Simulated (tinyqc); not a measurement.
Tuning the Rashba term through the balance point: two-dimensional electron gas with Rashba and Dresselhaus coupling.

H = c k^2/m + al (ky sx - kx sy) + b1 (kx sx - ky sy) + gam kx ky (kx sy - ky sx), s the Pauli matrices, x = [100], c = hbar^2/2m0, b1 = gam (pi/L)^2 (hard walls). H = c k^2/m + B.s, so E = c k^2/m -/+ |B| and the lower state has its spin along -B.

Constants: hbar^2/2m0 = 3.80998211 eV angstrom^2.

Inputs chosen for the exercise (of the size met in InAs; shifted at random, so the results belong to these values and not to a real crystal):
- m = 0.0273 m0 (mass)
- gam = 29.5 eV angstrom^3 (bulk Dresselhaus constant)
- L = 155 angstrom (width of the (001) well)
- n = 2 1e11/cm^2 (sheet density (one subband filled))

al = f (b1 - b3) at k0 = sqrt(2 pi n), b3 = gam k0^2/4. Helix wavelength along [110]: 2 pi c/(m |al + b1 - b3|). Dyakonov-Perel rates are proportional to the mean squares of the first harmonics: for spin along z, al^2 + (b1 - b3)^2; for the most protected in-plane spin, (al - (b1 - b3))^2/2 (third harmonic left out); both are given over (b1 - b3)^2.

Against f:

| f | al (meV angstrom) | wavelength (micron) | rate, z | rate, in plane |
|---|---|---|---|---|
| 0.00 | 0.000 | 7.835 | 1.000 | 0.5000 |
| 0.25 | 2.798 | 6.268 | 1.062 | 0.2812 |
| 0.50 | 5.596 | 5.223 | 1.250 | 0.1250 |
| 0.75 | 8.394 | 4.477 | 1.562 | 0.0312 |
| 0.90 | 10.073 | 4.124 | 1.810 | 0.0050 |
| 1.00 | 11.192 | 3.917 | 2.000 | 0.0000 |
| 1.25 | 13.990 | 3.482 | 2.562 | 0.0312 |
| 2.00 | 22.384 | 2.612 | 5.000 | 0.5000 |

What does the comparison show?

At f = 1, al = 11.19 meV angstrom, the first harmonic points along one axis for all k and the listed in-plane rate vanishes; the helix would have wavelength 3.92 micron. The third harmonic, b3/(b1 - b3) = 0.08, is small and sets its lifetime. The uniform z spin still relaxes there, twice as fast as at f = 0.

Computed by tinyqc, a small Python program: `OMP_NUM_THREADS=1 python tinyqc.py 1451821 1451822 out.jsonl` (the numbers bound the seed that draws the inputs); one thread of a shared host (Intel(R) Xeon(R) Processor @ 2.30GHz), about 0.01 s for the whole set of steps.
